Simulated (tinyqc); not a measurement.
# Carrier lifetime of an n-type layer with SRH, radiative, Auger and surface recombination: two studies

Uniform excess density dn = dp (no trapping), n = n0 + dn, p = p0 + dn, Boltzmann statistics, full ionisation. Surfaces enter as a rate 2 S dn/d, which holds while diffusion to them is fast.

Parameters, values chosen for the exercise; band and dielectric values close to those of gallium arsenide:
```
symbol     value    unit                                      meaning
T            250       K                                  temperature
Eg          1.42      eV                                     band gap
Nc       3.35e17   cm^-3       conduction-band density of states at T
Nv       6.72e18   cm^-3          valence-band density of states at T
B       6.89e-10  cm^3/s                        radiative coefficient
N           1e15   cm^-3                                donor density
Cn       2.4e-30  cm^6/s            Auger coefficient (two electrons)
Cp       2.4e-30  cm^6/s                Auger coefficient (two holes)
Nt        1.2e12   cm^-3                                 trap density
sn         2e-15    cm^2          capture cross-section for electrons
sp         4e-15    cm^2              capture cross-section for holes
vth        2.2e7    cm/s             thermal velocity (both carriers)
Et          0.97      eV         trap level below the conduction band
S            700    cm/s  surface recombination velocity (both faces)
d              2      um                             sample thickness
```

Constants: q = 1.602176634e-19 C, kB = 1.380649e-23 J/K, Vt = kB T/q. Results are converted to the units shown.

Each table varies one quantity; the others keep the values above.

## Lifetime against injection

ni = sqrt(Nc Nv) exp(-Eg/(2 Vt)), Eg in volts; majority density N/2 + sqrt(N^2/4 + ni^2), n0 p0 = ni^2; n1 = Nc exp(-Et/Vt), p1 = Nv exp((Et - Eg)/Vt); tn0 = 1/(sn vth Nt), tp0 = 1/(sp vth Nt). With e = n p - ni^2 = dn (n0 + p0 + dn): U_SRH = e/(tp0 (n + n1) + tn0 (p + p1)), U_rad = B e, U_Aug = (Cn n + Cp p) e, U_s = 2 S dn/d. Each tau is dn over its rate; tau = dn/U with U the sum.

The same in every row: tau_s (s) = 1.429e-7.

Lifetime against injection:

| dn (cm^-3) | tau_SRH (s) | tau_rad (s) | tau_Aug (s) | tau (s) | radiative share (%) | largest path |
|---|---|---|---|---|---|---|
| 1e11 | 9.472e-6 | 1.451e-6 | 0.4165 | 1.283e-7 | 8.840 | surface |
| 1e12 | 9.489e-6 | 1.450e-6 | 0.4154 | 1.283e-7 | 8.848 | surface |
| 1e13 | 9.657e-6 | 1.437e-6 | 0.4045 | 1.282e-7 | 8.922 | surface |
| 1e14 | 1.119e-5 | 1.319e-6 | 0.3157 | 1.274e-7 | 9.658 | surface |
| 1e15 | 1.894e-5 | 7.257e-7 | 0.06944 | 1.186e-7 | 16.34 | surface |
| 1e16 | 2.669e-5 | 1.319e-7 | 0.001804 | 6.841e-8 | 51.85 | radiative |
| 1e17 | 2.822e-5 | 1.437e-8 | 2.052e-5 | 1.304e-8 | 90.76 | radiative |
| 1e18 | 2.839e-5 | 1.450e-9 | 2.080e-7 | 1.425e-9 | 98.31 | radiative |
| 1e19 | 2.841e-5 | 1.451e-10 | 2.083e-9 | 1.355e-10 | 93.40 | radiative |

What does the table show?

Surface recombination leads at dn = 1e11, radiative from 1e16 on. The total lifetime falls from 1.28e-7 to 1.36e-10 s. tau_SRH goes from 9.47e-6 s (low-injection limit 9.47e-6 s) to 2.84e-5 s (high-injection limit tn0 + tp0 = 2.84e-5 s). Between the last two rows tau_rad goes as dn^(-1.00) and tau_Aug as dn^(-2.00); the radiative share goes from 8.84 through a maximum of 98.3 (at dn = 1e18 among the rows listed) to 93.4 %. For dn = 1e18, 1e19 the carriers are degenerate, where B and the Auger coefficients no longer stay constant.

## Effect of the trap level below the conduction band at dn = 3e15 cm^-3

Same model as above.

Here dn = 3e15 cm^-3.

The same in every row: tau_rad (s) = 3.628e-7; tau_Aug (s) = 0.01488; tau_s (s) = 1.429e-7.

Effect of the trap level below the conduction band at dn = 3e15 cm^-3:

| Et (eV) | tau_SRH (s) | tau (s) | radiative share (%) | largest path |
|---|---|---|---|---|
| 0.06 | 7.263e-5 | 1.024e-7 | 28.21 | surface |
| 0.22 | 2.370e-5 | 1.021e-7 | 28.13 | surface |
| 0.38 | 2.367e-5 | 1.021e-7 | 28.13 | surface |
| 0.55 | 2.367e-5 | 1.021e-7 | 28.13 | surface |
| 0.71 | 2.367e-5 | 1.021e-7 | 28.13 | surface |
| 0.87 | 2.367e-5 | 1.021e-7 | 28.13 | surface |
| 1.03 | 2.367e-5 | 1.021e-7 | 28.13 | surface |
| 1.2 | 2.484e-5 | 1.021e-7 | 28.13 | surface |
| 1.36 | 0.001988 | 1.025e-7 | 28.25 | surface |

Surface recombination leads at Et = 0.06 and in all other rows. tau_SRH goes from 7.26e-5 through a minimum of 2.37e-5 (at Et = 0.38 to 1.03 among the rows listed) to 0.00199 s and the total lifetime stays near 1.02e-7 s. tau_SRH is within a factor 1.5 of its lowest value for Et from 0.22 to 1.2 eV; nearer a band edge n1 or p1 outgrows the carrier densities and the trap re-emits what it captured.

Program tinyqc, `OMP_NUM_THREADS=1 python tinyqc.py 2300021 2300022 out.jsonl`; Intel Xeon 2.30GHz, shared host, one thread, about 0.01 s.
